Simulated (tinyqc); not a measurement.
# Length offset and series resistance from crossing lines

Problem. R_total = Rs + k (L - dL)/Vo with constant Rs, dL and k. Find k, dL and Rs.

R_total at (L, Vo) = (45, 0.38), (90, 0.38), (45, 0.93) and (90, 0.93), L in nm and Vo in V (ohm um): [453.68421, 690.52632, 339.13978, 435.91398]

Answer. At each overdrive R is a straight line in L with slope k/Vo; the two lines cross at L = dL, R = Rs.

k = 2.000 ohm um V/nm
dL = 8.200 nm
Rs = 260.0 ohm um

Numbers from tinyqc (`OMP_NUM_THREADS=1 python tinyqc.py 2282155 2282156 out.jsonl`; about 0.03 s on one thread of a shared Intel Xeon 2.30GHz).
